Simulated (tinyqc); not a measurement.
Inside a calculation. Method: RHF in the 3-21g basis, for H2, spin multiplicity 1. One step of it, computed by the program tinyqc.

Question. Orthogonalisation. S = U s U^T; symmetric (Loewdin) form X = U s^(-1/2) U^T, so that X^T S X = 1.

overlap S, order 1H 1s, 1H 2s, 2H 1s, 2H 2s:
```
[[1.000000, 0.645899, 0.380128, 0.470464],
 [0.645899, 1.000000, 0.470464, 0.825369],
 [0.380128, 0.470464, 1.000000, 0.645899],
 [0.470464, 0.825369, 0.645899, 1.000000]]
```

Give: eigenvalues of S; X.

Answer.

eigenvalues of S: [0.1138, 0.4644, 0.6807, 2.7411]

X, order 1H 1s, 1H 2s, 2H 1s, 2H 2s:
```
[[1.2601, -0.4828, -0.1400, 0.0594],
 [-0.4828, 1.8637, 0.0594, -0.9125],
 [-0.1400, 0.0594, 1.2601, -0.4828],
 [0.0594, -0.9125, -0.4828, 1.8637]]
```
